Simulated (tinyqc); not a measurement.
MOS capacitor on a p-type substrate, surface potential from the exact charge relation: effect of the temperature on threshold and swing.

Uniform p-type substrate, Boltzmann statistics, full ionisation, classical densities. psi is the surface potential against the body (positive when the bands bend down) and u = psi/Vt. Traps are spread evenly over the gap and neutral at flat band, so their charge is -q Dit psi; the minority quasi-Fermi level is shifted by Vb.

Nc and Nv are given at 400 K and scale as (T/400 K)^1.5; Eg is held fixed. ni = sqrt(Nc Nv) exp(-Eg/(2 Vt)), Eg in volts; phiF = Vt ln(N/ni); Cox = eps0 eox/tox; Vfb = phiM - chi - (Eg - Vt ln(Nv/N)) - q Nf/Cox; VT = Vfb + [(2 phiF + Vb)(1 + q Dit/Cox) + sqrt(2 eps0 eps_r q N (2 phiF + Vb))/Cox]. gamma = sqrt(2 eps0 eps_r q N)/Cox; Wm = sqrt(2 eps0 eps_r (2 phiF + Vb)/(q N)); m = 1 + (eps0 eps_r/Wm + q Dit)/Cox; swing m Vt ln 10; Cmin/Cox = 1/(1 + Cox Wm/(eps0 eps_r)).

Inputs (values chosen for the exercise); band and dielectric values close to those of 4H silicon carbide: band gap Eg = 3.31 eV; relative permittivity eps_r = 9.56; conduction-band density of states at the reference temperature Nc = 2.57e19 cm^-3; valence-band density of states at the reference temperature Nv = 3.88e19 cm^-3; electron affinity chi = 3.53 eV; acceptor density of the substrate N = 2.4e16 cm^-3; relative permittivity of the gate insulator (close to silicon dioxide) eox = 3.9; insulator thickness tox = 2.2 nm; gate work function phiM = 4.49 eV; fixed charge at the interface, in units of q Nf = -5.6e10 cm^-2; density of interface traps Dit = 0 cm^-2 eV^-1; reverse bias of the inversion layer against the body Vb = 1.7 V.

Constants: q = 1.602176634e-19 C, kB = 1.380649e-23 J/K, Vt = kB T/q, eps0 = 8.8541878128e-14 F/cm where lengths are in cm. Results are converted to the units shown.

The same in every row: gamma (V^0.5) = 0.05140.

Effect of the temperature on threshold and swing:

| T (K) | Vfb (V) | 2 phiF (V) | VT (V) | Wm (nm) | m | swing (mV/decade) | Cmin/Cox |
|---|---|---|---|---|---|---|---|
| 200 | -2.235 | 3.098 | 2.676 | 459.6 | 1.012 | 40.15 | 0.01160 |
| 240 | -2.207 | 3.045 | 2.649 | 457.0 | 1.012 | 48.18 | 0.01166 |
| 280 | -2.179 | 2.989 | 2.622 | 454.4 | 1.012 | 56.22 | 0.01173 |
| 320 | -2.150 | 2.932 | 2.593 | 451.6 | 1.012 | 64.25 | 0.01180 |
| 360 | -2.120 | 2.874 | 2.564 | 448.8 | 1.012 | 72.29 | 0.01187 |
| 400 | -2.090 | 2.815 | 2.534 | 445.8 | 1.012 | 80.33 | 0.01195 |
| 440 | -2.059 | 2.755 | 2.504 | 442.9 | 1.012 | 88.37 | 0.01203 |

As T goes from 200 to 440, VT falls from 2.68 to 2.50 V, the swing rises from 40.1 to 88.4 mV/decade and Cmin/Cox rises from 0.0116 to 0.0120. Of the change of VT by -0.172 V, 0.176 V comes from Vfb and -0.348 V from the band bending and the charge it takes. VT changes by -0.716 mV/K on average.

Computed by the program tinyqc: `OMP_NUM_THREADS=1 python tinyqc.py 2060168 2060169 out.jsonl`, one thread of a shared Intel Xeon 2.30GHz, about 0.01 s for the whole run.
